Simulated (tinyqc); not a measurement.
Inside a calculation. Model: p-i-n power rectifier, conductivity modulation at high injection.

Numbers from tinyqc (`OMP_NUM_THREADS=1 python tinyqc.py 2230102 2230103 out.jsonl`; about 0.01 s on one thread of a shared Intel Xeon 2.30GHz). Printed values are rounded.

A drift layer from x = -d to d (2 d = W) between ideal p+ and n+ emitters (no recombination in them). High injection, n = p, ambipolar diffusion with one lifetime; both mobilities scale as (T/300 K)^(-bt).

Values chosen for this exercise; bulk values close to those of 4H silicon carbide: temperature T = 450 K; relative permittivity eps_r = 9.49; critical-field constant Kc = 23800 V/cm per (cm^-3)^(1/8); rated breakdown voltage of the drift layer BV = 1800 V; drift mobility at 300 K mud = 804 cm^2/(V s); temperature exponent of the drift mobility bt = 2.1; hole mobility at 300 K mup = 111 cm^2/(V s); band gap Eg = 3.18 eV; conduction-band density of states at T Nc = 3.12e19 cm^-3; valence-band density of states at T Nv = 4.59e19 cm^-3; forward current density J = 50 A/cm^2; high-level lifetime tau = 5.1e-7 s.

Constants: q = 1.602176634e-19 C, kB = 1.380649e-23 J/K, Vt = kB T/q, eps0 = 8.8541878128e-14 F/cm where lengths are in cm. Results are converted to the units shown.

## Drift layer

Triangular field at breakdown with Ec = Kc N^(1/8): BV = eps0 eps_r Ec^2/(2 q N), so N = (eps0 eps_r Kc^2/(2 q BV))^(4/3); W = 2 BV/Ec; mu = mud (T/300 K)^(-bt); rho = 1/(q mu N); ideal resistance rho W.

drift doping N = 7.740006e15 cm^-3
Ec = 2.304993 MV/cm
drift thickness W = 15.61827 um
electron mobility mu at T = 343.1345 cm^2/(V s)
drift resistivity rho = 2.350087 ohm cm
ideal resistance = 3.670429 mohm cm^2

## Carrier profile

Da = 2 mun mup Vt/(mun + mup), La = sqrt(Da tau), B = (mun - mup)/(mun + mup) with mun = mud (T/300 K)^(-bt), mup likewise; n(x) = (tau J/(2 q La)) [cosh(x/La)/sinh(d/La) - B sinh(x/La)/cosh(d/La)]. 10 equal steps.

Da = 3.228358 cm^2/s
La = 12.83146 um
B = 0.7573770

```
point	x (um)	n (cm^-3)
0	-7.809134	1.396987e17
1	-6.247307	1.274358e17
2	-4.685481	1.170633e17
3	-3.123654	1.084273e17
4	-1.561827	1.013997e17
5	0.000000	9.587623e16
6	1.561827	9.177494e16
7	3.123654	8.903502e16
8	4.685481	8.761582e16
9	6.247307	8.749629e16
10	7.809134	8.867465e16
```

d/La = 0.609. The lowest density on the grid is 11.3 times the drift doping.

## Forward voltage and stored charge

Ohmic drop: integral of J/(q (mun + mup) n); diffusion (Dember) drop Vt B ln(n(-d)/n(d)); both junctions together Vt ln(n(-d) n(d)/ni^2), ni = sqrt(Nc Nv) exp(-Eg/(2 Vt)), Eg in volts; V_F = the sum; stored charge q times the integral of n. Trapezoid rule; mun and mup scale as (T/300 K)^(-bt).

ohmic drop = 0.01249291 V
diffusion drop = 0.01334887 V
junction drops = 2.727929 V
V_F = 2.753770 V
stored charge = 25.53147 uC/cm^2

A fine grid gives V_F = 2.754 V and the stored charge J tau = 25.50 uC/cm^2. Without modulation the drift layer alone would drop J rho W = 0.184 V, 7.10 times the ohmic and diffusion drops together.
